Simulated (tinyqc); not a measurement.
Velocity overshoot from momentum and energy balance equations after a field step: one step, computed by the program tinyqc. Command: `OMP_NUM_THREADS=1 python tinyqc.py 3004062 3004063 out.jsonl overshoot walk`. One thread of a shared host (Intel(R) Xeon(R) Processor @ 2.30GHz), about 0.09 s of CPU time with the checks.

At t = 0 the field jumps from 0 to F in a uniform sample. v is the drift velocity and u = w - (3/2) k_B T the excess energy per carrier.

Question. Constants and steady state. dv/dt = e F/m - v/tau_m(u), du/dt = e F v - u/tau_E, tau_m(u) = tau_0/(1 + c u), tau_0 = m mu_0/e, c = mu_0/(e tau_E v_s^2); this choice gives the steady state v (1 + mu_0 F v/v_s^2) = mu_0 F, which saturates at v_s. Steady velocity v = 2 mu_0 F/(1 + sqrt(1 + 4 (mu_0 F/v_s)^2)); u = e F v tau_E; carrier temperature T + 2u/(3 k_B), neglecting the drift energy m v^2/2.

Inputs (values chosen for the exercise, modelled on holes in silicon except for tau_E): effective mass m = 0.4 m_0; low-field mobility mu_0 = 470 cm^2/(V s); saturation velocity v_s = 0.85 1e7 cm/s; energy relaxation time tau_E = 0.9 ps; field after the step F = 160 kV/cm; lattice temperature T = 300 K.

Scheme: explicit Euler.

Constants: m_0 = 9.1093837015e-31 kg; e = 1.602176634e-19 C; k_B = 8.617333262e-05 eV/K.

Give: tau_0; c; acceleration e F/m; steady velocity; steady excess energy; steady carrier temperature.

Answer.

tau_0 = 106.9 fs

c = 7.228 1/eV

acceleration e F/m = 0.07035 1e7 cm/s per fs

steady velocity = 0.8033 1e7 cm/s

steady excess energy = 1.157 eV

steady carrier temperature = 9249 K

tau_E/tau_0 = 8.42, and in the steady state tau_m has shrunk to 11.4 fs. Caution: the excess energy exceeds 0.5 eV, where non-parabolicity, upper valleys and impact ionisation matter.
